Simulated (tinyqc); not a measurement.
Floating body of a partially depleted SOI transistor: body voltage and kink: one step of the calculation.

Source at 0 V. Channel current Ic = 2 nf K Vt^2 [F(0) - F(Vd)](1 + la Vd), F(V) = ln^2(1 + exp((Vg - VT - nf V)/(2 nf Vt))), VT = VT0 - gb Vb. Saturation voltage Vs = 2 Vt sqrt(F(0)) + 3 Vt, excess Ve = (Vd - Vs + sqrt((Vd - Vs)^2 + 0.0004 V^2))/2, multiplication M1 = Ai Ve exp(-Bl/Ve). Each junction passes D(v) = J1 (exp(v/Vt) - 1) + J2 (exp(v/(2 Vt)) - 1). Bipolar current Ib = bb J1 (exp(Vb/Vt) - 1). The body settles where M1 (Ic + Ib) = D(Vb) + D(Vb - Vd) + Vb/Rb; drain current Id = (1 + M1)(Ic + Ib) - D(Vb - Vd).

Question. New Vb. Current into the body I_in = M1 (Ic + Ib) - D(Vb - Vd), current out I_out = D(Vb) + Vb/Rb; f = ln(I_in/I_out), s = df/dVb by central differences over 1e-5 V, Vb(new) = Vb - f/s.

Parameters, values chosen for the exercise; values of the order met in partially depleted silicon-on-insulator transistors:

| symbol | value | unit | meaning |
|---|---|---|---|
| T | 398 | K | temperature |
| VT0 | 0.43 | V | threshold at zero body voltage |
| gb | 0.32 |  | fall of the threshold per volt of body voltage |
| nf | 1.38 |  | slope factor |
| K | 230 | uA/(V^2 um) | gain factor per width |
| la | 0.03 | 1/V | channel-length modulation factor |
| Ai | 1.89 | 1/V | impact-ionisation prefactor |
| Bl | 5.5 | V | impact-ionisation voltage |
| J1 | 4.7e-9 | uA/um | diffusion saturation current of each junction |
| J2 | 6.5e-8 | uA/um | recombination saturation current of each junction |
| bb | 3 |  | gain of the lateral bipolar transistor on the diffusion current |
| Rb | 1e9 | kohm um | resistance of a weak body tie to the source (1e9 stands for no tie, and the term is then dropped) |
| Vg | 0.49 | V | gate voltage |
| Vd | 1.6 | V | drain voltage |

Constants: q = 1.602176634e-19 C, kB = 1.380649e-23 J/K, Vt = kB T/q. Results are converted to the units shown.

Vb after iteration 2 = 0.60744907 V

Find: Ic; Ve; M1; I_in; I_out; f; s; Vb after iteration 3.

Answer.

Ic = 5.9318 uA/um
Ve = 1.3083 V
M1 = 0.036939
I_in = 0.24474 uA/um
I_out = 0.23170 uA/um
f = 0.054728
s = -24.880 1/V
Vb after iteration 3 = 0.60965 V

Range of the model: The multiplication law is an empirical form chosen for the exercise; self-heating and capacitive coupling to the body are left out, and the linear laws are rough once Vb passes about 0.7 V or M1 about 0.1.

Computed by the program tinyqc: `OMP_NUM_THREADS=1 python tinyqc.py 2182026 2182027 out.jsonl`, one thread of a shared Intel Xeon 2.30GHz, about 0.2 s for the whole run.
